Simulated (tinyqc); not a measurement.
Junction parameters from two forward currents.

Question. D(v) = J1 (exp(v/Vt) - 1) + J2 (exp(v/(2 Vt)) - 1). Find J1, J2 and the voltage 2 Vt ln(J2/J1) near which both parts are equal.

Values chosen for this exercise:
```
symbol,value,unit,meaning
T,330,K,temperature
```

Constants: q = 1.602176634e-19 C, kB = 1.380649e-23 J/K, Vt = kB T/q. Results are converted to the units shown.

junction voltages (V): 0.27  0.66
currents (uA/um): 8.1164360e-6  0.010543334

Answer. The current is linear in J1 and J2, so two points give two equations.

J1 = 2.30e-13 uA/um
J2 = 7.10e-8 uA/um
crossover = 0.719 V

tinyqc, about 0.2 s, one thread, Intel Xeon 2.30GHz (shared host): `OMP_NUM_THREADS=1 python tinyqc.py 2182164 2182165 out.jsonl`
